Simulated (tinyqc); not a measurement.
One-electron ion in a basis of Gaussians, step by step. Computed by tinyqc, a small Python program that keeps every step. Settings: Z = 4, l = 2. Command: `OMP_NUM_THREADS=1 python tinyqc.py 25384 25385 out.jsonl` (the two numbers bound the seeds that draw the settings). One thread of a shared host (Intel(R) Xeon(R) Processor @ 2.60GHz), about 0.01 s of CPU time with the checks.

## Matrices over normalised Gaussians

exponents of r^l exp(-a r^2) (1/bohr^2): [0.048520, 0.217000, 0.970700, 4.342000]

Z = 4

l = 2

With p = a_i + a_j and I(k) = Gamma((k+1)/2) / (2 p^((k+1)/2)): S = I(2l+2), T = (2l+3) a_i a_j S / p, V = -Z I(2l+1), each divided by sqrt(S_ii S_jj).

S:
$$\begin{pmatrix}
1.000000 & 0.405911 & 0.050400 & 0.004179 \\
0.405911 & 1.000000 & 0.405821 & 0.050388 \\
0.050400 & 0.405821 & 1.000000 & 0.405842 \\
0.004179 & 0.050388 & 0.405842 & 1.000000
\end{pmatrix}$$

T (hartree):
$$\begin{pmatrix}
0.169820 & 0.112671 & 0.016303 & 0.001404 \\
0.112671 & 0.759500 & 0.503815 & 0.072896 \\
0.016303 & 0.503815 & 3.397450 & 2.253798 \\
0.001404 & 0.072896 & 2.253798 & 15.197000
\end{pmatrix}$$

V (hartree):
$$\begin{pmatrix}
-0.749876 & -0.503492 & -0.122483 & -0.021081 \\
-0.503492 & -1.585837 & -1.064638 & -0.258983 \\
-0.122483 & -1.064638 & -3.354064 & -2.251795 \\
-0.021081 & -0.258983 & -2.251795 & -7.093714
\end{pmatrix}$$

## Generalised eigenproblem

H = T + V (hartree):
$$\begin{pmatrix}
-0.580056 & -0.390822 & -0.106180 & -0.019677 \\
-0.390822 & -0.826337 & -0.560823 & -0.186088 \\
-0.106180 & -0.560823 & 0.043386 & 0.002003 \\
-0.019677 & -0.186088 & 0.002003 & 8.103286
\end{pmatrix}$$

Solve H C = S C e through S^(-1/2); each column has its largest component positive (the first on a tie).

eigenvalues of S: [0.386714, 0.706491, 1.203285, 1.703510]

eigenvalues (hartree): [-0.879463, -0.487238, 0.542634, 9.922798]

coefficients:
$$\begin{pmatrix}
0.135801 & 1.061829 & 0.272291 & -0.049805 \\
0.845031 & -0.449687 & -0.734917 & 0.175664 \\
0.193552 & -0.143264 & 1.072093 & -0.528952 \\
0.005845 & -0.002944 & 0.010988 & 1.105574
\end{pmatrix}$$

For Z = 4 and l = 2 the exact lowest level is -Z^2/(2 n^2) with n = l + 1: -0.888889 hartree.
